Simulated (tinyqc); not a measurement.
FinFET, parasitic resistance, capacitance and delay: two steps of the calculation.

Nf fins under one contact; each has gated perimeter p = 2 Hf + Wf and cross-section A = Hf Wf; contact width Wc = Nf pf, stack height Hs = Hf. Contact length Lc = CPP - Lg - 2 Lsp, shared by two neighbouring gates. Source and drain sides are equal. The formulas are first-order estimates, not field solutions.

Parameters, values chosen for the exercise; values close to those of silicon logic devices:
```
symbol    value        unit                                  meaning
T           300           K                              temperature
Nf            2                                       number of fins
Hf           55          nm                               fin height
Wf            5          nm                                fin width
pf           24          nm                                fin pitch
CPP          42          nm                     contacted gate pitch
Lg           20          nm                              gate length
Lsp           6          nm                            spacer length
rc      9.2e-10    ohm cm^2                      contact resistivity
re      0.00032      ohm cm  resistivity of the source-drain epitaxy
te           20          nm    current-carrying depth of the epitaxy
rx      0.00077      ohm cm             resistivity of the extension
Cinv        2.7     uF/cm^2                    inversion capacitance
vx        9.1e6        cm/s                       injection velocity
mu          350  cm^2/(V s)                        apparent mobility
VT         0.27           V          threshold at zero drain voltage
dl        0.038         V/V                         barrier lowering
n          1.24                                  subthreshold factor
Vdd         0.8           V                           supply voltage
```

Constants: q = 1.602176634e-19 C, kB = 1.380649e-23 J/K, Vt = kB T/q. Results are converted to the units shown.

Question 1. Geometry and resistances. Epitaxy sheet resistance Rsh = re/te, transfer length LT = sqrt(rc/Rsh), contact Rc = [sqrt(rc Rsh)/Wc] coth(Lc/(2 LT)); extension of one fin Rx = rx Lsp/A. Effective width N p; for equal currents one side has Rc + Rx/N.

Wanted: Lc; effective width; Rsh; LT; Rc; Rx; one side times effective width.

Answer 1.

Lc = 10.000 nm
effective width = 230.00 nm
Rsh = 160.00 ohm
LT = 23.979 nm
Rc = 388.87 ohm
Rx = 168.00 ohm
one side times effective width = 108.76 ohm um

Question 2. Fin currents at Vgs = Vdd, Vds = Vdd/2. One fin: I = p Q vx u/(1 + |u|^1.8)^(1/1.8), Q = Cinv n Vt ln(1 + exp((Vg' - VT + dl Vd')/(n Vt))), u = Vd' mu/(vx Lg), Vg' = Vgs - v, Vd' = Vds - 2 v, with the drop on each side v = Rc (sum of I) + Rx I. I(new) = I(out).

I after iteration 1 (uA): fin 1 151.91595, fin 2 151.91595
Rc = 388.87285 ohm
Rx = 168 ohm

Give: drop v; I(out); I after iteration 2.

Answer 2.

drop v (mV): fin 1 143.7, fin 2 143.7
I(out) (uA): fin 1 97.56, fin 2 97.56
I after iteration 2 (uA): fin 1 97.56, fin 2 97.56

Computed by the program tinyqc: `OMP_NUM_THREADS=1 python tinyqc.py 2170049 2170050 out.jsonl`, one thread of a shared Intel Xeon 2.30GHz, about 0.03 s for the whole run.
